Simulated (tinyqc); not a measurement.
Penn model of the dielectric constant and Phillips ionicity: sweeps and comparisons. A value that a table varies takes the place of the one given here.

n = 32/a^3; Ep^2 = 8 pi c e2 n with c = hbar^2/2m0, e2 = e^2/(4 pi eps0); EF = c (3 pi^2 n)^(2/3); eps = 1 + (Ep/Eg)^2 S with S = 1 - Eg/(4 EF) + (Eg/(4 EF))^2/3, Eg the Penn gap. Core d shells are left out.

Phillips: bond length d = sqrt(3) a/4; homopolar gap Eh = 39.74 d^(-2.48) eV (d in angstrom); Eg^2 = Eh^2 + C^2; ionicity fi = C^2/Eg^2.

Constants: hbar^2/2m0 = 3.80998211 eV angstrom^2; e^2/(4 pi eps0) = 14.39964547 eV angstrom.

Inputs chosen for the exercise (out of a larger set: near those of GaAs; not measured data):
```
symbol  value  unit      meaning
a       5.641  angstrom  cubic lattice constant, 32 valence electrons a cell
C0      2.96   eV        ionic gap, held fixed
ei      10.95            high-frequency dielectric constant
```

## Dielectric constant under pressure

The lattice constant is scaled by the factor listed; C = C0.

Results:
```
factor  Eh (eV)  Eg (eV)  Ep (eV)    eps     fi
0.94      5.058    5.861   17.203  8.687  0.255
0.96      4.801    5.640   16.668  8.789  0.275
0.98      4.561    5.438   16.161  8.872  0.296
0.99      4.448    5.343   15.916  8.907  0.307
1.00      4.339    5.252   15.678  8.936  0.318
1.01      4.233    5.165   15.446  8.962  0.328
1.02      4.131    5.082   15.219  8.982  0.339
1.04      3.936    4.925   14.783  9.010  0.361
```

d ln eps/d ln a = +0.31 around factor 1: eps falls under compression. Ep^2 goes as a^-3 and Eh^2 as a^-4.96; with C fixed Eg^2 goes as a^-3.38 at fi = 0.318, and leaving S aside the two powers balance at fi = 0.395. The slope is a difference of two powers and the model omits d shells and any change of C, so it is no prediction for a real crystal; eps from C0 (row 1.00) need not match a measured ei.

## What moves the Penn gap and the ionicity

Eg from ei; fi = 1 - (Eh/Eg)^2, printed even where negative. Each row changes one parameter from the base and keeps the others.

Results:
```
case                Ep (eV)  Eg (eV)  Eh (eV)     fi
base                 15.678    4.719    4.339  0.155
a = 5.754 angstrom   15.219    4.578    4.130  0.186
ei = 9.86            15.678    4.986    4.339  0.243
```

The largest shifts from the base row, up to three for each result and ties (the steps differ in size, so this ranks the rows, not the parameters). Ep (eV): a -0.460; unchanged at the printed digits by ei. Eg (eV): ei +0.267, a -0.141. Eh (eV): a -0.208; unchanged at the printed digits by ei. fi: ei +0.088, a +0.031. With the tabulated Phillips C of about 2.9 eV, fi would be 0.31; this model leaves out the d-shell factor.

tinyqc: `OMP_NUM_THREADS=1 python tinyqc.py 1651901 1651902 out.jsonl`; about 0.01 s, one thread, shared Intel(R) Xeon(R) Processor @ 2.30GHz.
